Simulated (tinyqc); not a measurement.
# Arrhenius plot from several rate windows

Emission rate en = sn vth(T) Nc(T) exp(-Et/kB T) = sn g T^2 exp(-Et/kB T), g = vth Nc/(300 K)^2, as vth goes as T^0.5 and Nc as T^1.5 (degeneracy factor 1). Here the cross-section is thermally activated, sn exp(-Eb/kB T) with Eb = 0.08 eV. Each window ew gives the temperature where en = ew.

Parameters, values chosen for the exercise; material values those of a made-up semiconductor: conduction-band density of states at 300 K Nc = 1.69e19 cm^-3; thermal velocity at 300 K vth = 1.9e7 cm/s; depth of the trap below the conduction edge Et = 0.23 eV; capture cross-section sn = 3.7e-15 cm^2.

Constants: q = 1.602176634e-19 C, kB = 1.380649e-23 J/K. Results are converted to the units shown.

Arrhenius plot from several rate windows:
```
ew (1/s)	T peak (K)	q/kB T (1/eV)	ln(ew/T^2)	ln ew
1.7	139.7	83.05	-9.349	0.5306
5.1	145.5	79.76	-8.331	1.629
15	151.6	76.55	-7.334	2.708
47	158.6	73.16	-6.283	3.850
140	166.0	69.93	-5.282	4.942
430	174.2	66.62	-4.256	6.064
1300	183.1	63.37	-3.250	7.170
3900	192.9	60.17	-2.255	8.269
```

The peak rises from 140 to 193 K. ln(ew/T^2) against q/kB T is a straight line of slope -0.3100 eV, which is Et + Eb and not Et = 0.23 eV: a capture barrier adds to the activation energy. Its intercept gives sn = 3.70e-15 cm^2. Leaving out the T^2 gives 0.3382 eV, too high by about 2 kB T.

Computed by the program tinyqc: `OMP_NUM_THREADS=1 python tinyqc.py 2050045 2050046 out.jsonl`, one thread of a shared Intel Xeon 2.30GHz, about 0.01 s for the whole run.
